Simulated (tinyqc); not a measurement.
On-chip interconnect, size-dependent resistivity and RC delay: two metals against line width.

A rectangular line between two neighbours and two ground planes. Surface and grain-boundary scattering are added to the bulk resistivity as corrections; capacitances are parallel-plate values without fringing; inductance is ignored.

Metal width x = wd - 2 tl, height y = AR wd - tl; grain boundaries (Mayadas-Shatzkes): al = (lam/(gr x)) Rg/(1 - Rg), g = 1/[1 - 3 al/2 + 3 al^2 - 3 al^3 ln(1 + 1/al)] - 1; surfaces (Fuchs-Sondheimer, thick limit): s = (3/8) lam (1 - ps)(1/x + 1/y); rho = rho0 (1 + g + s); r = rho/(x y). The second metal has rho2, lam2 and tl2 in place of rho0, lam and tl; ps, Rg, gr and AR are shared.

Inputs (values chosen for the exercise); metal values close to those of copper:
- rho0 = 1.66 uohm cm (bulk resistivity)
- lam = 40.1 nm (bulk mean free path)
- ps = 0 (specular share of surface scattering)
- Rg = 0.54 (reflection coefficient of grain boundaries)
- gr = 1 (grain size over the metal width)
- AR = 2.5 (aspect ratio, height over width)
- tl = 1.3 nm (liner on both walls and the bottom, not conducting)
- sp = 24 nm (space to the neighbouring lines)
- hd = 32 nm (dielectric height to the planes above and below)
- ek = 4.2 (relative permittivity of the dielectric)
- Mf = 2 (Miller factor of the neighbours)
- rho2 = 5.17 uohm cm (bulk resistivity of the second metal (close to molybdenum))
- lam2 = 11.1 nm (mean free path of the second metal)
- tl2 = 0.3 nm (liner of the second metal)

Constants: eps0 = 8.8541878128e-12 F/m. Results are converted to the units shown.

Result of one run:
```
wd (nm),"rho, first (uohm cm)","rho, second (uohm cm)","r, first (ohm/um)","r, second (ohm/um)",ratio second/first
22,8.873,10.96,85.18,93.61,1.099
```

What becomes of these results when the drawn line width wd is changed from 22 to 30 nm, all else the same?

Result of the changed run:
```
wd (nm),"rho, first (uohm cm)","rho, second (uohm cm)","r, first (ohm/um)","r, second (ohm/um)",ratio second/first
30,6.798,9.411,33.66,42.85,1.273
```

The whole series:
```
wd (nm),"rho, first (uohm cm)","rho, second (uohm cm)","r, first (ohm/um)","r, second (ohm/um)",ratio second/first
5,57.81,32.53,2.151e4,6060,0.2818
6.5,36.55,25.67,6269,2728,0.4351
8,27.02,21.58,2675,1480,0.5532
10,20.27,18.14,1156,781.2,0.6760
13,14.98,15.05,461.6,377.0,0.8166
17,11.33,12.68,191.0,183.2,0.9595
22,8.873,10.96,85.18,93.61,1.099
30,6.798,9.411,33.66,42.85,1.273
45,5.007,8.003,10.62,16.06,1.513
70,3.785,6.998,3.233,5.772,1.785
120,2.894,6.243,0.8254,1.745,2.114
```

The resistivity of the first metal falls from 57.8 to 2.89 uohm cm and that of the second goes from 32.5 to 6.24 uohm cm as the line widens. The products rho0 lam, which set the size effect, are 66.6 and 57.4 uohm cm nm. The two resistances cross at wd = 18.3 nm: below it the second metal gives the lower line resistance. For widths well under the mean free path the thick-limit surface term is only a guide.

Range of the model: The metal width is under the mean free path, where the thick-limit surface term and the simple sum of corrections lose accuracy.

Computed by the program tinyqc: `OMP_NUM_THREADS=1 python tinyqc.py 2100133 2100134 out.jsonl`, one thread of a shared Intel Xeon 2.30GHz, about 0.01 s for the whole run.
